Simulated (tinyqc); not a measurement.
Penn model of the dielectric constant and Phillips ionicity: one step. Penn gap from the dielectric constant. Two cases, with inputs chosen for the exercise.

Task: Start with S = 1 and repeat Eg = Ep sqrt(S/(ei - 1)) until Eg changes by less than 1e-6 eV.

n = 32/a^3; Ep^2 = 8 pi c e2 n with c = hbar^2/2m0, e2 = e^2/(4 pi eps0); EF = c (3 pi^2 n)^(2/3); eps = 1 + (Ep/Eg)^2 S with S = 1 - Eg/(4 EF) + (Eg/(4 EF))^2/3, Eg the Penn gap. Core d shells are left out.

Give: Iterations; Penn gap Eg.

Case 1.

Values chosen (out of a larger set: near those of SiC; not measured data): ei = 6.59 (high-frequency dielectric constant).

Ep = 23.16051 eV
EF = 19.43233 eV

Result:

Iterations:
```
step  Eg in (eV)       S  Eg out (eV)
1         9.7959  0.8793       9.1855
2         9.1855  0.8865       9.2231
3         9.2231  0.8860       9.2208
4         9.2208  0.8861       9.2209
5         9.2209  0.8861       9.2209
6         9.2209  0.8861       9.2209
```

Penn gap Eg = 9.221 eV

The factor S lowers the gap by 0.575 eV from the first estimate. The Penn gap is a mean bonding-antibonding separation, near the main peak of eps2, not the smallest gap.

Case 2.

Values chosen (out of a larger set: near those of ZnSe; not measured data): ei = 5.73 (high-frequency dielectric constant).

Ep = 15.45988 eV
EF = 11.33623 eV

Result:

Iterations:
```
step  Eg in (eV)       S  Eg out (eV)
1         7.1085  0.8514       6.5592
2         6.5592  0.8623       6.6010
3         6.6010  0.8615       6.5978
4         6.5978  0.8616       6.5981
5         6.5981  0.8615       6.5980
6         6.5980  0.8615       6.5981
7         6.5981  0.8615       6.5981
```

Penn gap Eg = 6.598 eV

The factor S lowers the gap by 0.510 eV from the first estimate. The Penn gap is a mean bonding-antibonding separation, near the main peak of eps2, not the smallest gap.

Computed by tinyqc, one run a case: `OMP_NUM_THREADS=1 python tinyqc.py N N+1 out.jsonl` with N = 1652154, 1652163; one thread of a shared Intel(R) Xeon(R) Processor @ 2.30GHz, about 0.01 s a run at most.
